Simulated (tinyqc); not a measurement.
Resistance of a circular point contact between the ballistic and the diffusive limit: two steps of the calculation.

Two half-spaces of a free-electron metal (one valley, spin 2) meet through a circular opening of radius a in an insulating sheet.

Values chosen for this exercise:
- n = 5e21 cm^-3 (free-electron density)
- l = 4.2 nm (mean free path)
- a = 1.6 nm (radius of the opening)

Constants: q = 1.602176634e-19 C, hbar = 1.054571817e-34 J s. Results are converted to the units shown.

Question 1. Fermi wave number and resistivity. kF = (3 pi^2 n)^(1/3), resistivity rho = hbar kF/(n q^2 l). Maxwell: RM = rho/(2 a); Sharvin: RS = 4 rho l/(3 pi a^2); interpolation R = RS + gamma RM, gamma = (1 + 0.83 K)/(1 + 1.33 K), K = l/a.

Wanted: kF; rho; modes (kF a)^2/4.

Answer 1.

kF = 5.290 1/nm
rho = 103.5 uohm cm
modes (kF a)^2/4 = 17.91

Question 2. Resistances. 

rho = 103.49032 uohm cm

Wanted: RM; RS; gamma; R.

Answer 2.

RM = 323.41 ohm
RS = 720.61 ohm
gamma = 0.70777
R = 949.50 ohm

The Sharvin term makes up 75.9 % of R; it equals (h/2q^2) over the number of modes.

Program tinyqc, `OMP_NUM_THREADS=1 python tinyqc.py 2760118 2760119 out.jsonl`; Intel Xeon 2.30GHz, shared host, one thread, about 0.01 s.
